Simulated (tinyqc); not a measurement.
Layer against dose: implant damage, amorphisation by cascade overlap, and solid-phase epitaxial regrowth. Computed by tinyqc, a small Python program. Command: `OMP_NUM_THREADS=1 python tinyqc.py 3113847 3113848 out.jsonl sper walk`. One thread of a shared host (Intel(R) Xeon(R) Processor @ 2.30GHz), about 0.01 s of CPU time with the checks.

Range and width of the damage are inputs. Dynamic annealing enters only through the surviving share f.

Inputs (values chosen for the exercise, modelled on fluorine ions in silicon):

| quantity | value | unit |
|---|---|---|
| atomic density N | 49.9 | 1/nm^3 |
| ion Z1 | 9 | - |
| ion mass M1 | 19 | u |
| target Z2 | 14 | - |
| target mass M2 | 28.09 | u |
| ion energy E | 6.5 | keV |
| displacement energy E_d | 15 | eV |
| depth of the damage peak R_d | 8.2 | nm |
| width of the damage profile s_d | 5.4 | nm |
| share of defects that survive f | 0.56 | - |
| critical displaced share x_c | 0.19 | - |
| dose Q | 1.7e+15 | 1/cm^2 |

Constants: a_0 = 0.529177210903 angstrom; e^2/(4 pi eps_0) = 14.39964548 eV angstrom.

Method. Robinson partition: eps = E a M2/(Z1 Z2 (e^2/(4 pi eps_0)) (M1 + M2)), a = 0.8853 a_0/sqrt(Z1^(2/3) + Z2^(2/3)); k = 0.0793 Z1^(2/3) Z2^(1/2) (M1 + M2)^(3/2)/((Z1^(2/3) + Z2^(2/3))^(3/4) M1^(3/2) M2^(1/2)); damage energy T_d = E/(1 + k (eps + 0.40244 eps^(3/4) + 3.4008 eps^(1/6))); displacements nu = 0.8 T_d/(2 E_d). Displaced share x(z) = f nu Q exp(-(z - R_d)^2/(2 s_d^2))/(sqrt(2 pi) s_d N); the layer is amorphous where x > x_c, between R_d -/+ s_d sqrt(2 ln(x_max/x_c)), the upper edge being cut at the surface. Threshold dose Q_c = Q x_c/x_max.

threshold dose Q_c = 2.04536e+14 1/cm^2

displacements per ion nu = 112.042

Dose series; the last column is f nu Q erfc((z2 - R_d)/(sqrt2 s_d))/2:

| Q (1/cm^2) | x_max | upper edge (nm) | lower edge (nm) | displaced atoms beyond z2 (1/cm^2) |
|---|---|---|---|---|
| 2.25e+14 | 0.2090 | 5.8418 | 10.558 | 4.6751e+15 |
| 3.07e+14 | 0.2852 | 3.3334 | 13.067 | 3.5391e+15 |
| 5.11e+14 | 0.4747 | 0.8925 | 15.507 | 2.8211e+15 |
| 8.18e+14 | 0.7599 | 0.0000 | 17.191 | 2.4613e+15 |
| 1.43e+15 | 1.3284 | 0.0000 | 18.850 | 2.1799e+15 |
| 2.45e+15 | 2.2759 | 0.0000 | 20.234 | 1.9866e+15 |
| 5.11e+15 | 4.7468 | 0.0000 | 21.900 | 1.7923e+15 |
| 1.02e+16 | 9.4751 | 0.0000 | 23.300 | 1.6545e+15 |

A dose 45 times larger moves the lower edge from 10.6 to 23.3 nm, as the root of a logarithm, and the damage beyond it falls by a factor 2.8, since the edge lies on an ever steeper tail. The layer reaches the surface at Q_c exp(R_d^2/(2 s_d^2)) = 6.48e14 per cm^2.

Extremes, crossings and ranges named in words are read from the listed rows.
